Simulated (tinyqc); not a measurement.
## Random telegraph noise from one oxide trap in a small MOSFET: effect of the temperature

An acceptor-like trap exchanges electrons with the channel. Inversion charge Q = Cox u, u = n Vt W0(exp((Vg - VT)/(n Vt))), W0 the Lambert function, n = nf, Cox = eps0 eox/tox; linear regime Id = (W/L) mu Q Vd. Relative to threshold the surface potential rises by Vt ln(u/u0) and the oxide voltage by the rest of Vg - VT, with u0 = n Vt W0(1).

N = Cox u/q; dpsi = Vt ln(u/u0); E = E0 - dpsi - (xt/tox)(Vg - VT - dpsi); capture time tc = 1/[(N/zi) vth s0 exp(-xt/lt - EB/Vt)]; emission time te = tc exp(-E/Vt); occupancy te/(tc + te). A = W L; threshold step dV = q (1 - xt/tox)/(Cox A); gm/Id = 1/(u + n Vt); relative step dI/I = (gm/Id) dV + asc mu/A. fc = (1/tc + 1/te)/(2 pi); rms = (dI/I) sqrt(tc te)/(tc + te). VT, nf, vth and mu are held fixed.

Inputs (values chosen for the exercise); values of the order met in silicon transistors: relative permittivity of the gate insulator (close to zirconium oxide) eox = 25.2; insulator thickness tox = 8.4 nm; depth of the trap from the channel interface xt = 2.4 nm; trap level above the channel Fermi level at threshold E0 = 0.22 eV; capture prefactor s0 = 2e-15 cm^2; capture barrier (lattice relaxation) EB = 0.39 eV; tunnelling decay length lt = 0.15 nm; thermal velocity vth = 2.1e7 cm/s; thickness of the inversion layer zi = 2 nm; threshold voltage VT = 0.48 V; body factor nf = 1.13; gate width W = 120 nm; gate length L = 78 nm; mobility mu = 110 cm^2/(V s); scattering coefficient of the charged trap asc = 0 V s; drain voltage Vd = 0.05 V; gate voltage Vg = 0.99 V.

Constants: q = 1.602176634e-19 C, kB = 1.380649e-23 J/K, Vt = kB T/q, eps0 = 8.8541878128e-14 F/cm where lengths are in cm. Results are converted to the units shown.

Effect of the temperature:
```
T (K)    E (eV)   tc (s)   te (s)  occupancy  dI/I (%)   fc (Hz)  rms dI/I (%)
180     0.03197  4.681e5  5.960e4     0.1129   0.09783  3.011e-6       0.03096
210     0.02709  1.307e4     2926     0.1829   0.09849  6.657e-5       0.03807
240     0.02250    895.0    301.5     0.2520   0.09905  7.057e-4       0.04300
270     0.01818    111.4    51.00     0.3140   0.09954  0.004549       0.04620
300     0.01410    21.08    12.22     0.3670   0.09994   0.02058       0.04817
330     0.01023    5.404    3.772     0.4111    0.1003   0.07165       0.04934
360    0.006548    1.740    1.409     0.4474    0.1006    0.2044       0.05000
390    0.003046   0.6678   0.6100     0.4774    0.1008    0.4992       0.05033
```

As T goes from 180 to 390, tc falls from 4.68e5 to 0.668 s, te falls from 59600 to 0.610 s and dI/I rises from 0.0978 to 0.101 %. Activation energies over the table: 0.388 eV for capture (EB = 0.39 eV, altered by the change of N) and 0.331 eV for emission.

Range of the model: VT is taken as given; short-channel effects and the uneven flow of current among few electrons are left out.

Numbers from tinyqc (`OMP_NUM_THREADS=1 python tinyqc.py 2710089 2710090 out.jsonl`; about 0.01 s on one thread of a shared Intel Xeon 2.30GHz).
